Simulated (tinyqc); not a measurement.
Speciation in dilute and buffered hydrofluoric acid, oxide etch rate and bath loading: one step, computed by the program tinyqc.

Concentrations stand for activities, NH4+ and Cl- are spectators, and water ionisation is neglected. H, F and HF2 denote the ions H+, F- and HF2-. The base temperature is 298 K.

Question. Etch rate. Rate = k_a ([HF] + 2 [H2F2]) + k_b [HF2], an empirical two-term form. Time = oxide/rate; a temperature error changes the rate by exp((E_a/k_B)(1/298 - 1/(298 + error))) - 1.

Inputs (values chosen for the exercise, of the order of those for thermal oxide at room temperature): rate constant of neutral HF k_a = 13 nm L/(min mol); rate constant of HF2 k_b = 46 nm L/(min mol); activation energy = 0.41 eV; temperature error = 0.47 K; oxide removed per wafer = 3.5 nm.

[HF] = 0.1162609 mol/L

[H2F2] = 0 mol/L

[HF2] = 0.003266950 mol/L

Constants: k_B = 8.617333262e-05 eV/K.

Give: etch rate; share of HF2 in the rate; etch time; rate change from the temperature error.

Answer.

etch rate = 1.662 nm/min

share of HF2 in the rate = 9.044 %

etch time = 126.4 s

rate change from the temperature error = 2.546 %
